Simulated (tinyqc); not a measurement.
What moves the results: virtual-crystal alloy in the empirical-pseudopotential method. A value that a table varies takes the place of the one given here.

Empirical pseudopotential on the fcc lattice, atoms at +/- tau, tau = a (1,1,1)/8, no spin-orbit coupling. H(G,G') = c (2 pi/a)^2 |k + G|^2 delta + VS(q) cos(q.tau) + i VA(q) sin(q.tau), q = G - G', c = hbar^2/2m0; k and G in units of 2 pi/a; VS at |q|^2 = 3, 8, 11 and VA at 3, 4, 11, in rydberg, zero elsewhere. At each k the basis holds all G with |k + G|^2 up to 16; energies are counted from the fourth level at Gamma.

Virtual crystal A(1-x)B(x): a = (1 - x) a_A + x a_B. Rule linear: V = (1 - x) V_A + x V_B. Rule volume: V = [(1 - x) a_A^3 V_A + x a_B^3 V_B]/a^3, since a form factor is an atomic potential divided by the cell volume.

Constants: hbar^2/2m0 = 3.80998211 eV angstrom^2; Ry = 13.60569312 eV.

Parameters, chosen for this exercise (classic local form factors of the size used for GaAs (A) and InAs (B), which place X and L only to a few tenths of an eV; not measured data):
- a = (5.633, 6.04) angstrom (lattice constants of A, B)
- VSA = (-0.235, 0.009, 0.06) Ry (symmetric form factors of A)
- VAA = (0.071, 0.051, 0.009) Ry (antisymmetric form factors of A)
- VSB = (-0.222, 0, 0.049) Ry (symmetric form factors of B)
- VAB = (0.081, 0.049, 0.03) Ry (antisymmetric form factors of B)
- rule = linear (mixing rule)

## Gaps across the alloy

Gaps from the valence top to the fifth band at Gamma, at L = (1/2,1/2,1/2) and at the lowest of k = (f,0,0), f = 0.70, 0.75, ..., 1.00. Bowing C = 4 [(E(0) + E(1))/2 - E(1/2)].

Gaps (eV):
```
x      Gamma  Delta/X  f of the minimum      L  lowest
0.000  1.389    1.850              0.90  1.697   Gamma
0.167  1.221    1.905              0.90  1.669   Gamma
0.333  1.053    1.953              0.95  1.638   Gamma
0.500  0.887    1.994              0.95  1.604   Gamma
0.667  0.722    2.031              1.00  1.568   Gamma
0.833  0.561    2.063              1.00  1.530   Gamma
1.000  0.405    2.091              1.00  1.490   Gamma
```

bowing (eV): Gamma 0.040, Delta/X -0.096, L -0.043

The lowest valley is Gamma throughout. From A to B the Gamma gap moves by -0.98 eV, L by -0.21 eV and Delta/X by +0.24 eV; a move of Delta/X below about 0.4 eV is within the error of such form factors, sign included. The virtual crystal holds no disorder and no bond relaxation, so its bowing comes from the non-linear dependence on the mean potential and volume alone, and it may differ from measured bowing, which is positive in these alloys, in size and even in sign; crossings move with it.

## Two mixing rules

Gaps from the valence top to the fifth band at Gamma, at L = (1/2,1/2,1/2) and at the lowest of k = (f,0,0), f = 0.70, 0.75, ..., 1.00. Both rules agree at the ends.

Gaps (eV):
```
x     Gamma, linear  Delta/X, linear  L, linear  Gamma, volume  Delta/X, volume  L, volume
0.25          1.137            1.930      1.654          1.092            1.927      1.638
0.50          0.887            1.994      1.604          0.829            1.991      1.584
0.75          0.641            2.047      1.549          0.601            2.044      1.534
```

At x = 0.5 the volume rule moves Gamma by -57 meV, Delta/X by -4 meV and L by -21 meV, that is the bowing by -4 times these; the lattice constants differ by 7.2 %, and the rules would coincide for equal ones.

Run: tinyqc, `OMP_NUM_THREADS=1 python tinyqc.py 1051533 1051534 out.jsonl`; Intel(R) Xeon(R) Processor @ 2.30GHz, one thread, shared host; about 0.2 s of CPU time with all checks.
